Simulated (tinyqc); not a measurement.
Inside a calculation. Model: strained alloy layer of InP and GaP on (001) GaAs, model-solid band line-up.

tinyqc, about 0.01 s, one thread, Intel Xeon 2.30GHz (shared host): `OMP_NUM_THREADS=1 python tinyqc.py 2690003 2690004 out.jsonl` Printed values are rounded.

The layer is x parts of the first compound and 1 - x of the second, grown coherently on the third as substrate and barrier. Rows of the table: lattice constant a, average valence level Ea on an absolute scale, spin-orbit splitting so, gaps at Gamma, X and L, hydrostatic deformation potentials av and ac (Gamma), shear potential b, elastic constants, electron and heavy-hole (along z) masses. All are interpolated linearly in x; gaps get -C x (1 - x), taken wholly in the conduction band; real line-ups can differ from this model by 0.1 eV or more.

Inputs (values chosen for the exercise):
- x = 0.55 (fraction of the first compound in the layer)
- CG = 0.65 eV (bowing of the Gamma gap)
- CX = 0.2 eV (bowing of the X gap)
- CL = 1.03 eV (bowing of the L gap)

## Relaxed alloy and strain

Binary compounds, values chosen for the exercise:
```
              close to InP  close to GaP  close to GaAs
a (angstrom)         5.869         5.451          5.653
Ea (eV)              -7.04          -7.4          -6.92
so (eV)              0.109        0.0799          0.341
EG (eV)               1.36          2.77           1.42
EX (eV)               2.18          2.24           1.92
EL (eV)               1.95           2.6           1.69
av (eV)               1.27          1.71           1.17
ac (eV)              -4.97          -7.1          -7.26
b (eV)                -1.7         -1.79          -1.67
c11 (GPa)              101           139            120
c12 (GPa)             55.5          62.6           54.2
me (m0)             0.0793         0.131         0.0664
mh (m0)              0.524         0.334          0.347
```

In-plane strain e = (a_substrate - a)/a, e_z = -2 (c12/c11) e, volume change 2 e + e_z.

a = 5.68090 angstrom
Gamma gap = 1.83363 eV
X gap = 2.15750 eV
L gap = 1.98758 eV
e = -0.491119 %
e_z = 0.488167 %
volume change = -0.494072 %

The relaxed alloy has its lowest gap at Gamma (direct). The layer is under compressive in-plane strain.

## Band edges and offsets

In-plane strain e = (a_substrate - a)/a, e_z = -2 (c12/c11) e, volume change 2 e + e_z. With v = 2 e + e_z and d = 2 b (e_z - e): Eav = Ea + av v; E_hh = Eav + so/3 - d/2; E_lh = Eav - so/6 + d/4 + sqrt(so^2 + so d + 9 d^2/4)/2; E_c = Ea + so/3 + EG + ac v (Gamma). Substrate: E_v = Ea + so/3, E_c = E_v + EG. Well depths: dEc = E_c(substrate) - E_c, dEhh = E_hh - E_v(substrate), dElh likewise; strained Gamma gap E_c - max(E_hh, E_lh); positive values confine carriers in the layer.

d = -0.0340890 eV
E_hh = -7.16024 eV
E_lh = -7.18754 eV
E_c = -5.30712 eV
strained Gamma gap = 1.85312 eV
dEc = -0.0792177 eV
dEhh = -0.353907 eV
dElh = -0.381212 eV

The heavy-hole band lies on top, by 27.3 meV. At Gamma the line-up is type I, the layer is a barrier for both carriers.

## Critical thickness

In-plane strain e = (a_substrate - a)/a. Matthews-Blakeslee for 60-degree dislocations in a single layer: hc = k (ln(hc/bv) + 1), k = bv (1 - nu/4)/(4 pi |e| (1 + nu)), nu = c12/(c11 + c12), bv = a/sqrt(2); the larger root.

nu = 0.331995
bv = 0.401700 nm
hc = 22.5243 nm

The layer, Lw = 7.7 nm, is thinner than hc, so it stays coherent by this criterion.
